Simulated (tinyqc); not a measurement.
From one set of inputs to another, one input at a time: elastic strain and critical thickness of a cubic alloy layer A(1-x)B(x) on a thick substrate. Computed by tinyqc, a small Python program. Command: `OMP_NUM_THREADS=1 python tinyqc.py 3005137 3005138 out.jsonl misfit ladder`. One thread of a shared host (Intel(R) Xeon(R) Processor @ 2.30GHz), about 0.01 s of CPU time with the checks.

Strain is positive in tension. The layer is coherent with the substrate unless said otherwise.

The inputs printed are set A. Inputs not listed in the table keep their values of set A, so the rows need not describe a real material.

Inputs (values chosen for the exercise, modelled on Si(1-x)Ge(x) on Si):
```
quantity                           value      unit
fraction x of B                     0.48         -
lattice constant a_A               5.431  angstrom
lattice constant a_B               5.658  angstrom
substrate lattice constant a_S     5.431  angstrom
layer thickness h                     37        nm
X-ray wavelength                1.540593  angstrom
```

Growth plane: (001).

C11, C12, C44 of A (GPa): 162.5  65.15  78.12

C11, C12, C44 of B (GPa): 129.3  47.63  65.7

Method:
- a = (1 - x) a_A + x a_B, the same rule for each C_ij; misfit f = (a_S - a)/a, the in-plane strain of the coherent layer.
- (001): D = 2 C12/C11, M = C11 + C12 - 2 C12^2/C11. The free surface carries no normal stress, so e_perp = -D f; dV/V = 2 f + e_perp; stress = M f; energy per area = M f^2 h (1 GPa nm = 1 J/m^2).
- Reflection 004: d = a_perp/sqrt(16), with a_perp = a (1 + e_perp) for the coherent layer, a for the relaxed layer and a_S for the substrate; sin(theta) = lambda/(2 d).

Each row keeps all changes above it:
```
input moved                                 from     to  misfit f  peak separation of the coherent layer (arcsec)  strain energy per area (J/m^2)
set A                                          -      -  -0.01967                                           -4846                           2.281
substrate lattice constant a_S (angstrom)  5.431  5.425  -0.02075                                           -5114                           2.539
fraction x of B                             0.48    0.5  -0.02155                                           -5304                           2.728
layer thickness h (nm)                        37      4  -0.02155                                           -5304                           0.295
```

Where does the difference come from?

Misfit f goes from -0.0197 to -0.0216, -0.00188 in all. The largest single move comes from substrate lattice constant a_S (-0.00108). Peak separation of the coherent layer goes from -4850 to -5300, -458 in all. The largest single move comes from substrate lattice constant a_S (-269). Strain energy per area goes from 2.28 to 0.295, a factor 0.129 in all. The largest single move comes from layer thickness h (a factor 0.108). The single moves hold for this order of the switches; the total does not depend on the order.

Caution (rows substrate lattice constant a_S, fraction x of B, layer thickness h): above about 2 % misfit, linear elasticity is rough and compressed layers tend to form islands before dislocations.

Extremes, crossings and ranges named in words are read from the listed rows.
